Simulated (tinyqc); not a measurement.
Quasi-harmonic thermal expansion with mode Grueneisen parameters: one step, computed by the program tinyqc. Command: `OMP_NUM_THREADS=1 python tinyqc.py 3027472 3027473 out.jsonl qha walk`. One thread of a shared host (Intel(R) Xeon(R) Processor @ 2.30GHz), about 0.02 s of CPU time with the checks.

A crystal with two atoms a cell; per atom there are 1 transverse acoustic (TA), 1/2 longitudinal acoustic (LA) and 3/2 optical (O) modes. Every frequency of group i scales as nu_i (V/V0)^(-gamma_i). Each group has one frequency. Static energy: E = (9 V0 B0/16) [y^3 B' + y^2 (2 - 4 y)], y = (V0/V)^(2/3) - 1, with pressure P_s = (3 B0/2) (z^7 - z^5) [1 + (3/4)(B' - 4)(z^2 - 1)], z = (V0/V)^(1/3).

Question. Grueneisen's estimate. gamma_th = sum gamma_i C_i / sum C_i; volume expansion coefficient alpha_V = gamma_th C k_B/(B0 V0); linear coefficient alpha_V/3; first-order volume change P_ph/B0.

Inputs (values chosen for the exercise, modelled on magnesium oxide): static volume V0 = 9.34 angstrom^3/atom; static bulk modulus B0 = 157 GPa; temperature T = 800 K.

Acoustic groups: Einstein.

Groups:
```
group  h nu_i/(k_B T)  U_i (meV)  C_i (k_B)  gamma_i C_i (k_B)
TA          0.5285166   70.53596  0.9770440           1.367862
LA          0.7678789   36.14662  0.4761395          0.6665953
O           0.9238543   110.6604   1.397715           2.515887
```

phonon pressure at V0 = 5.978904 GPa

Constants: k_B = 8.617333262e-05 eV/K; 1 eV/angstrom^3 = 160.2176634 GPa.

Give: heat capacity C at V0; gamma_th at V0; linear expansion, Grueneisen estimate; first-order volume change.

Answer.

heat capacity C at V0 = 2.851 k_B/atom

gamma_th at V0 = 1.596

linear expansion, Grueneisen estimate = 14.28 ppm/K

first-order volume change = 3.808 %
